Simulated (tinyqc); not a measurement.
Energies of the polytypes: polytypes and stacking faults of a tetrahedral semiconductor in an axial Ising model with couplings up to third neighbours. Computed by tinyqc, a small Python program. Command: `OMP_NUM_THREADS=1 python tinyqc.py 3020320 3020321 out.jsonl polytype walk`. One thread of a shared host (Intel(R) Xeon(R) Processor @ 2.30GHz), about 0.01 s of CPU time with the checks.

Each double layer has s = +1 or -1 for the sense of its stacking step; E per pair of atoms = E0 - sum_n J_n <s_i s_(i+n)>, n = 1, 2, 3. Hexagonality h = (1 - <s_i s_(i+1)>)/2.

Inputs (values chosen for the exercise, for a model crystal):

| quantity | value | unit |
|---|---|---|
| J1 | 1.94 | meV/pair |
| J2 | -3.8 | meV/pair |
| J3 | -0.35 | meV/pair |
| gap of 3C | 2.39 | eV |
| gap of 4H | 3.26 | eV |

Method. E - E(3C) = sum_n J_n (1 - C_n), C_n = <s_i s_(i+n)>. The gap is taken linear in h between 3C (h = 0) and 4H (h = 1/2), a rough rule, with a dash beyond.

correlations of the repeat units 3C (+), 2H (+-), 4H (++--), 6H (+++---), 15R (+++--), 8H (++++----), 21R (++++---), 9R (++-):
```
        n = 1     n = 2     n = 3
3C    1.00000   1.00000   1.00000
2H   -1.00000   1.00000  -1.00000
4H    0.00000  -1.00000   0.00000
6H    0.33333  -0.33333  -1.00000
15R   0.20000  -0.60000  -0.60000
8H    0.50000   0.00000  -0.50000
21R   0.42857  -0.14286  -0.71429
9R   -0.33333  -0.33333   1.00000
```

Polytypes:

| polytype | h | E - E(3C) (meV/pair) | gap by the linear rule (eV) |
|---|---|---|---|
| 3C | 0.0000 | 0.0000 | 2.3900 |
| 2H | 1.0000 | 3.1800 | - |
| 4H | 0.5000 | -6.0100 | 3.2600 |
| 6H | 0.3333 | -4.4733 | 2.9700 |
| 15R | 0.4000 | -5.0880 | 3.0860 |
| 8H | 0.2500 | -3.3550 | 2.8250 |
| 21R | 0.2857 | -3.8343 | 2.8871 |
| 9R | 0.6667 | -2.4800 | - |

E(2H) - E(3C) = 3.18 meV/pair

E(4H) - E(3C) = -6.01 meV/pair

E(6H) - E(3C) = -4.4733 meV/pair

The lowest is 4H, 0.922 meV/pair below 15R. J1/|J2| = 0.51: for J3 = 0 and J2 < 0 the ground state is 2H below -2, 4H between -2 and 2, and 3C above 2; at 2 itself all periods with bands of two or more layers are degenerate.

Extremes, crossings and ranges named in words are read from the listed rows.
